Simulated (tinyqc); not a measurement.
# Small-signal admittance of a forward-biased p+-n diode: effect of the excess hole density at the junction edge

Holes injected into a neutral base of width wb with an ohmic contact at its end; low injection, p0 far above the equilibrium density. A small voltage v exp(i w t), w = 2 pi f, modulates the edge density by p0 v/Vt, and the small-signal density obeys Dp d2p/dx2 = (1/tau + i w) p.

L = sqrt(Dp tau); direct current J = (q Dp p0/L) coth(wb/L); k = sqrt(1 + i w tau)/L; diffusion admittance Y = (q Dp p0/Vt) k coth(k wb) = G + i w C_diff; junction capacitance C_j = sqrt(q eps0 eps_r Nd/(2 Vr)) in the depletion approximation, with the remaining barrier Vr = Vt ln(Na/p0), a rough value under forward bias; base-width modulation is left out. Measured admittance 1/[Rs + 1/(Y + i w C_j)].

Values chosen for this exercise; permittivity close to that of silicon:
- T = 275 K (temperature)
- eps_r = 11.7 (relative permittivity)
- Nd = 2.7e16 cm^-3 (donor density of the base)
- Dp = 6 cm^2/s (hole diffusion coefficient)
- tau = 8e-9 s (hole lifetime)
- wb = 1.4 um (width of the neutral base)
- Na = 9e19 cm^-3 (acceptor density of the p+ side)
- Rs = 0.00066 ohm cm^2 (series resistance)
- f = 4.6e8 Hz (signal frequency)

Constants: q = 1.602176634e-19 C, kB = 1.380649e-23 J/K, Vt = kB T/q, eps0 = 8.8541878128e-14 F/cm where lengths are in cm. Results are converted to the units shown.

The same in every row: w tau = 23.122.

Results:
```
p0 (cm^-3)	G (S/cm^2)	C_diff (uF/cm^2)	C_j (uF/cm^2)	measured G (S/cm^2)	measured C (uF/cm^2)	phase of the measured Y (degrees)
3e9	0.0018708	6.4665e-7	0.062605	21.307	0.061725	83.189
3e10	0.018708	6.4665e-6	0.065825	23.541	0.064808	82.837
3e12	1.8708	6.4665e-4	0.074107	31.954	0.073087	81.398
3e13	18.708	0.0064665	0.079623	56.855	0.081848	76.486
3e14	187.08	0.064665	0.086587	249.96	0.11242	52.429
3e15	1870.8	0.64665	0.095770	1031.4	0.10607	16.553
```

Estimate the missing row, p0 = 3e11 cm^-3.

Computed row:
```
p0 (cm^-3)	G (S/cm^2)	C_diff (uF/cm^2)	C_j (uF/cm^2)	measured G (S/cm^2)	measured C (uF/cm^2)	phase of the measured Y (degrees)
3e11	0.18708	6.4665e-5	0.069599	26.470	0.068438	82.378
```

With this row back in the table: As p0 goes from 3e9 to 3e15, G rises from 0.00187 to 1870 S/cm^2, C_diff rises from 6.47e-7 to 0.647 uF/cm^2 and the measured C goes from 0.0617 through a maximum of 0.112 (at p0 = 3e14 among the rows listed) to 0.106 uF/cm^2. C_diff exceeds C_j for p0 = 3e15. At low w the measured C is (C_diff + C_j)/(1 + G Rs)^2, which falls once G Rs nears 1.

Numbers from tinyqc (`OMP_NUM_THREADS=1 python tinyqc.py 2890148 2890149 out.jsonl`; about 0.01 s on one thread of a shared Intel Xeon 2.30GHz).
